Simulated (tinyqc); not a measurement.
Tunnelling through a thin dielectric with one trap, as a tight-binding chain: one step. Transmission. Two cases, with inputs chosen for the exercise.

Problem. Invert the matrix; T = (2 t sin(ka))^2 |G_1N|^2.

Hopping -t everywhere, t = c/(m a^2), c = hbar^2/2m0; lead sites at 2t (band bottom 0), barrier sites 1 to N at 2t + phi, and site j has U besides. No voltage. Leads give S = -t exp(ika) on sites 1 and N, cos(ka) = 1 - E/(2t). T = (2 t sin(ka))^2 |G_1N|^2, G = (E - H - S)^-1. In the barrier cosh(q a) = 1 + (phi - E)/(2t).

Give: first row of G; T.

Case 1.

E - H - S (eV):
```
                      1          2          3          4          5
1   -4.557986+0.944402i   3.047986   0.000000   0.000000   0.000000
2              3.047986  -7.455971   3.047986   0.000000   0.000000
3              0.000000   3.047986  -7.455971   3.047986   0.000000
4              0.000000   0.000000   3.047986  -7.455971   3.047986
5              0.000000   0.000000   0.000000   3.047986  -3.365971
6              0.000000   0.000000   0.000000   0.000000   3.047986
7              0.000000   0.000000   0.000000   0.000000   0.000000
8              0.000000   0.000000   0.000000   0.000000   0.000000
9              0.000000   0.000000   0.000000   0.000000   0.000000
10             0.000000   0.000000   0.000000   0.000000   0.000000

            6          7          8          9                   10
1    0.000000   0.000000   0.000000   0.000000             0.000000
2    0.000000   0.000000   0.000000   0.000000             0.000000
3    0.000000   0.000000   0.000000   0.000000             0.000000
4    0.000000   0.000000   0.000000   0.000000             0.000000
5    3.047986   0.000000   0.000000   0.000000             0.000000
6   -7.455971   3.047986   0.000000   0.000000             0.000000
7    3.047986  -7.455971   3.047986   0.000000             0.000000
8    0.000000   3.047986  -7.455971   3.047986             0.000000
9    0.000000   0.000000   3.047986  -7.455971             3.047986
10   0.000000   0.000000   0.000000   3.047986  -4.557986+0.944402i
```

t = 3.047986 eV
ka = 0.3150297 rad

Solution.

first row of G (1/eV): -0.3432-0.1271i  -0.2245-0.08380i  -0.2060-0.07785i  -0.2793-0.1066i  -0.4774-0.1830i  -0.2478-0.09546i  -0.1289-0.05051i  -0.06739-0.02809i  -0.03600-0.01821i  -0.02066-0.01646i

T = 0.002489

Without the trap T is 5.13e-06: the trap changes it by a factor 485 at this energy.

Case 2.

E - H - S (eV):
```
                      1          2          3          4          5
1   -3.079660+1.038651i   1.354660   0.000000   0.000000   0.000000
2              1.354660  -3.949321   1.354660   0.000000   0.000000
3              0.000000   1.354660  -3.949321   1.354660   0.000000
4              0.000000   0.000000   1.354660  -0.779321   1.354660
5              0.000000   0.000000   0.000000   1.354660  -3.949321
6              0.000000   0.000000   0.000000   0.000000   1.354660
7              0.000000   0.000000   0.000000   0.000000   0.000000
8              0.000000   0.000000   0.000000   0.000000   0.000000
9              0.000000   0.000000   0.000000   0.000000   0.000000
10             0.000000   0.000000   0.000000   0.000000   0.000000
11             0.000000   0.000000   0.000000   0.000000   0.000000

            6          7          8          9         10
1    0.000000   0.000000   0.000000   0.000000   0.000000
2    0.000000   0.000000   0.000000   0.000000   0.000000
3    0.000000   0.000000   0.000000   0.000000   0.000000
4    0.000000   0.000000   0.000000   0.000000   0.000000
5    1.354660   0.000000   0.000000   0.000000   0.000000
6   -3.949321   1.354660   0.000000   0.000000   0.000000
7    1.354660  -3.949321   1.354660   0.000000   0.000000
8    0.000000   1.354660  -3.949321   1.354660   0.000000
9    0.000000   0.000000   1.354660  -3.949321   1.354660
10   0.000000   0.000000   0.000000   1.354660  -3.949321
11   0.000000   0.000000   0.000000   0.000000   1.354660

                     11
1              0.000000
2              0.000000
3              0.000000
4              0.000000
5              0.000000
6              0.000000
7              0.000000
8              0.000000
9              0.000000
10             1.354660
11  -3.079660+1.038651i
```

t = 1.354660 eV
ka = 0.8737228 rad

Solution.

first row of G (1/eV): -0.3255-0.1268i  -0.09906-0.03857i  0.03674+0.01430i  0.2062+0.08027i  0.08187+0.03188i  0.03251+0.01266i  0.01291+0.005030i  0.005123+0.002004i  0.002026+0.0008120i  0.0007847+0.0003637i  0.0002615+0.0002482i

T = 5.608e-07

Without the trap T is 5.96e-09: the trap changes it by a factor 94.1 at this energy.

Computed by tinyqc, one run a case: `OMP_NUM_THREADS=1 python tinyqc.py N N+1 out.jsonl` with N = 1481089, 1481098; one thread of a shared Intel(R) Xeon(R) Processor @ 2.30GHz, about 0.1 s a run at most.
